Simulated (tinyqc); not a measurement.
# Long-channel MOSFET, surface-potential model: what changes with what

n-channel transistor on a uniformly doped p-type body, gradual-channel approximation, constant mobility, Boltzmann statistics, full ionisation. Potentials are counted from the neutral body; V is the electron quasi-Fermi potential, Vsb at the source and Vsb + Vds at the drain. Charges are magnitudes per area.

Inputs (values chosen for the exercise); material values close to those of gallium nitride: temperature T = 350 K; band gap Eg = 3.43 eV; relative permittivity of the semiconductor eps_r = 9.63; conduction-band density of states at T Nc = 2.9e18 cm^-3; valence-band density of states at T Nv = 5.7e19 cm^-3; acceptor density of the body Na = 9.5e15 cm^-3; relative permittivity of the gate insulator eox = 9.42; insulator thickness tox = 4.8 nm; flat-band voltage Vfb = -1.35 V; channel mobility mu = 580 cm^2/(V s); gate width W = 5 um; gate length L = 0.5 um; source-body reverse bias Vsb = 2 V; gate-source voltage Vgs = 2.88 V; drain-source voltage Vds = 1.2 V.

Constants: q = 1.602176634e-19 C, kB = 1.380649e-23 J/K, Vt = kB T/q, eps0 = 8.8541878128e-14 F/cm where lengths are in cm. Results are converted to the units shown.

Each table varies one quantity; the others keep the values above.

## Effect of the acceptor density of the body

ni = sqrt(Nc Nv) exp(-Eg/(2 Vt)), Eg in volts; phiF = Vt ln(Na/ni); Cox = eps0 eox/tox; gamma = sqrt(2 q eps0 eps_r Na)/Cox. The surface potential psi at channel potential V solves Vgs + Vsb - Vfb - psi = gamma sqrt(G), G = psi - Vt + Vt exp((psi - 2 phiF - V)/Vt). Charge sheet: Qi = Cox gamma [sqrt(G) - sqrt(psi - Vt)]; I = mu (W/L) [integral of Qi dpsi from psi_0 to psi_L (drift) + Vt (Qi0 - QiL) (diffusion)], with psi_0 at V = Vsb and psi_L at V = Vsb + Vds. VT = Vfb + 2 phiF + gamma sqrt(2 phiF + Vsb), m = 1 + gamma/(2 sqrt(2 phiF + Vsb)). The swing is 20 mV/log10[I(VT - 0.14 V)/I(VT - 0.16 V)] of the charge-sheet current at the given Vds.

Results:
```
Na (cm^-3)  gamma (V^0.5)  VT (V)      m  swing (mV/decade)  I at Vgs, Vds (uA)
9.5e14           0.009272   1.527  1.002              69.82                4980
1.8e15            0.01276   1.573  1.003              69.88                4719
3.2e15            0.01702   1.617  1.004              69.94                4465
6e15              0.02330   1.669  1.005              70.04                4160
2.1e16            0.04359   1.791  1.010              70.36                3430
3.8e16            0.05864   1.861  1.013              70.59                3009
```

Estimate the missing row, Na = 1.1e16 cm^-3.

Computed row:
```
Na (cm^-3)  gamma (V^0.5)  VT (V)      m  swing (mV/decade)  I at Vgs, Vds (uA)
1.1e16            0.03155   1.724  1.007              70.17                3830
```

With this row back in the table: As Na goes from 9.5e14 to 3.8e16 cm^-3, VT rises from 1.53 to 1.86 V, the swing rises from 69.8 to 70.6 mV a decade and the current falls from 4980 to 3010 uA. The swing is 0.33 % above m Vt ln 10 in the first row and 0.34 % above it in the last. In every row the surface electron density at the source passes 0.3 Nc, where degeneracy and quantisation, left out here, matter. In every row mu V/L, with V the smaller of Vds and (Vgs - VT)/m, passes 3e6 cm/s, so velocity saturation would lower the current.

## Output curve

Pao-Sah: Qi(V) = (Cox gamma/2) integral from 3 Vt to psi of exp((u - 2 phiF - V)/Vt)/sqrt(G(u, V)) du, and I = mu (W/L) integral of Qi dV from Vsb to Vsb + Vds. Square law: VT = Vfb + 2 phiF + gamma sqrt(2 phiF + Vsb), m = 1 + gamma/(2 sqrt(2 phiF + Vsb)), I = mu Cox (W/L) [(Vgs - VT) v - m v^2/2] with v the smaller of Vds and (Vgs - VT)/m, and zero below VT.

In this table Vgs = 2.88 V.

Output curve:
```
Vds (V)  psi_L (V)  QiL (nC/cm^2)  I, charge sheet (uA)  I, Pao-Sah (uA)  I, square law (uA)
0.19         5.486           1175                  1419             1466                2056
0.4          5.677          839.3                  2598             2693                3903
0.61         5.862          516.2                  3381             3518                5302
0.82         6.032          219.7                  3795             3963                6254
1.03         6.148          16.98                  3910             4089                6758
1.23         6.157        0.03293                  3913             4092                6846
1.44         6.157       3.119e-5                  3913             4092                6846
1.65         6.157       2.953e-8                  3913             4092                6846
1.86         6.157      2.795e-11                  3913             4092                6846
```

The Pao-Sah current rises from 1470 to 4090 uA, while the charge at the drain end falls from 1170 to 2.79e-11 nC/cm^2. The current first comes within 1 % of its last value at Vds = 1.03 V among the rows listed; the square law saturates at (Vgs - VT)/m = 1.16 V. Over the last two rows psi_L moves by less than 1 mV: the drain has lost hold of the surface potential, so the current no longer grows. In the last row the charge sheet is 4.4 % below Pao-Sah and the square law 67 % above it. In every row the surface electron density at the source passes 0.3 Nc, where degeneracy and quantisation, left out here, matter. For Vds = 0.4 to 1.86 V mu V/L, with V the smaller of Vds and (Vgs - VT)/m, passes 3e6 cm/s, so velocity saturation would lower the current.

## Effect of the insulator thickness

Same model as above.

Effect of the insulator thickness:
```
tox (nm)  gamma (V^0.5)  VT (V)      m  swing (mV/decade)  I at Vgs, Vds (uA)
1.6            0.009773   1.667  1.002              69.82             1.133e4
2.2             0.01344   1.675  1.003              69.88                8414
2.9             0.01771   1.685  1.004              69.95                6462
3.9             0.02382   1.698  1.005              70.05                4830
5.3             0.03237   1.717  1.007              70.18                3531
7.1             0.04337   1.742  1.010              70.36                2581
9.6             0.05864   1.776  1.013              70.60                1828
```

As tox goes from 1.6 to 9.6 nm, VT rises from 1.67 to 1.78 V, the swing rises from 69.8 to 70.6 mV a decade and the current falls from 11300 to 1830 uA. The swing is 0.32 % above m Vt ln 10 in the first row and 0.34 % above it in the last. In every row the surface electron density at the source passes 0.3 Nc, where degeneracy and quantisation, left out here, matter. In every row mu V/L, with V the smaller of Vds and (Vgs - VT)/m, passes 3e6 cm/s, so velocity saturation would lower the current.

Program tinyqc, `OMP_NUM_THREADS=1 python tinyqc.py 2360105 2360106 out.jsonl`; Intel Xeon 2.30GHz, shared host, one thread, about 0.06 s.
